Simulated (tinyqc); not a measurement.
# Undoped symmetric double-gate MOSFET, analytic potential model: what changes with what

An undoped body of thickness ts between two equal insulators and tied gates; long channel, electrons only, n = ni exp((psi - V)/Vt) with V the quasi-Fermi potential (0 at the source, Vd at the drain), constant mobility, no quantisation. Across the body psi(x) = V - 2 Vt ln[(ts/(2 beta)) sqrt(q ni/(2 eps0 eps_r Vt)) cos(2 beta x/ts)], x from the centre. Q is the electron charge per area of the whole body.

Values chosen for this exercise; material values those of a made-up semiconductor:
- T = 300 K (temperature)
- Eg = 0.9 eV (band gap)
- eps_r = 10.9 (relative permittivity of the semiconductor)
- Nc = 3.46e19 cm^-3 (conduction-band density of states at T)
- Nv = 2.32e19 cm^-3 (valence-band density of states at T)
- eox = 7.69 (relative permittivity of the gate insulator)
- tox = 6 nm (insulator thickness)
- ts = 8 nm (body thickness)
- dphi = -0.13 V (gate work function less that of the intrinsic body)
- mu = 340 cm^2/(V s) (channel mobility)
- L = 2 um (gate length)
- Vd = 0.1 V (drain voltage)

Constants: q = 1.602176634e-19 C, kB = 1.380649e-23 J/K, Vt = kB T/q, eps0 = 8.8541878128e-14 F/cm where lengths are in cm. Results are converted to the units shown.

Each table varies one quantity; the others keep the values above.

## Transfer curve and volume inversion

ni = sqrt(Nc Nv) exp(-Eg/(2 Vt)), Eg in volts; r = eps_r tox/(eox ts); V0 = dphi + 2 Vt ln[(2/ts) sqrt(2 eps0 eps_r Vt/(q ni))]. beta (between 0 and pi/2) solves (Vg - V0 - V)/(2 Vt) = ln(beta) - ln(cos beta) + 2 r beta tan(beta). Q = 8 eps0 eps_r Vt beta tan(beta)/ts; I = mu (1/L)(4 eps0 eps_r/ts)(2 Vt)^2 [g(beta_s) - g(beta_d)] per width, g = beta tan(beta) - beta^2/2 + r beta^2 tan^2(beta), with beta_s at V = 0 and beta_d at V = Vd. The drop is psi(surface) - psi(centre) at the source end; C = dQs/dVg, Cg = 2 eps0 eox/tox; gm = dI/dVg.

Results:
```
Vg (V)	Qs (nC/cm^2)	drop (mV)	C/Cg	I (uA/um)	gm/I (1/V)
-0.05	0.002210	2.290e-4	3.766e-5	9.509e-6	38.68
0.04	0.07173	0.007432	0.001221	3.088e-4	38.65
0.21	29.09	2.957	0.3158	0.1597	29.85
0.3	131.0	12.47	0.6345	1.185	15.56
0.39	275.1	24.00	0.7589	3.285	8.189
0.48	436.9	34.88	0.8199	5.884	5.171
0.56	589.0	43.58	0.8534	8.392	3.831
0.65	766.1	52.30	0.8792	11.34	2.944
```

Estimate the missing row, Vg = 0.12 V.

Computed row:
```
Vg (V)	Qs (nC/cm^2)	drop (mV)	C/Cg	I (uA/um)	gm/I (1/V)
0.12	1.538	0.1592	0.02545	0.006718	38.09
```

With this row back in the table: The current rises from 9.51e-6 to 11.3 uA/um. In the first row gm/I is 38.7 1/V, within 0.01 % of 1/Vt: with no depletion charge the whole body follows the gate, and the swing is ideal. The drop between surface and centre goes from 2.3e-4 to 52.3 mV and passes Vt at Vg = 0.48 V among the rows; below that the density varies across the body by less than a factor of e (volume inversion). C reaches 0.88 of Cg in the last row. For Vg = 0.56 to 0.65 V the surface density at the source passes 0.3 Nc, where Boltzmann statistics fail.

## Effect of the gate work function less that of the intrinsic body

Q = 8 eps0 eps_r Vt beta tan(beta)/ts; I = mu (1/L)(4 eps0 eps_r/ts)(2 Vt)^2 [g(beta_s) - g(beta_d)] per width, g = beta tan(beta) - beta^2/2 + r beta^2 tan^2(beta), with beta_s at V = 0 and beta_d at V = Vd.  I(low) is taken at Vg = 0 V, Qs and I(high) at Vg = 0.75 V.

Results:
```
dphi (V)	V0 (V)	I(low) (nA/um)	Qs(high) (nC/cm^2)	I(high) (uA/um)
-0.28	0.1008	20.77	1278	19.96
-0.18	0.2008	0.4546	1071	16.46
-0.13	0.2508	0.06577	968.1	14.73
-0.08	0.3008	0.009509	866.5	13.03
-0.03	0.3508	0.001375	766.1	11.34
0.02	0.4008	1.987e-4	667.1	9.690
```

Estimate the missing row, dphi = -0.23 V.

Computed row:
```
dphi (V)	V0 (V)	I(low) (nA/um)	Qs(high) (nC/cm^2)	I(high) (uA/um)
-0.23	0.1508	3.125	1174	18.20
```

With this row back in the table: As dphi goes from -0.28 to 0.02 V, I(low) falls from 20.8 to 1.99e-4 nA/um and I(high) falls from 20.0 to 9.69 uA/um. V0 rises from 0.101 to 0.401 V. In every row the surface density at the source at the higher gate voltage passes 0.3 Nc, where Boltzmann statistics fail.

## Output curve

Same model as above.

In this table Vg = 0.55 V.

Results:
```
Vd (V)	Qd (nC/cm^2)	Qd/Qs	I (uA/um)
0.06	455.6	0.7997	5.226
0.11	363.5	0.6380	8.705
0.16	275.1	0.4828	11.42
0.22	176.1	0.3091	13.71
0.27	103.2	0.1812	14.89
0.32	45.63	0.08011	15.51
0.43	1.538	0.002700	15.79
0.48	0.2282	4.006e-4	15.79
```

Estimate the missing row, Vd = 0.38 V.

Computed row:
```
Vd (V)	Qd (nC/cm^2)	Qd/Qs	I (uA/um)
0.38	9.159	0.01608	15.75
```

With this row back in the table: The current rises from 5.23 to 15.8 uA/um, while the charge at the drain end falls from 0.80 to 4.0e-4 of that at the source. The current first comes within 1 % of its last value at Vd = 0.38 V among the rows. Over the last rows Qd falls by a factor of e for each Vt of drain voltage: the drain end is in weak inversion. In every row the surface density at the source passes 0.3 Nc, where Boltzmann statistics fail.

tinyqc, about 0.02 s, one thread, Intel Xeon 2.30GHz (shared host): `OMP_NUM_THREADS=1 python tinyqc.py 2440070 2440071 out.jsonl`
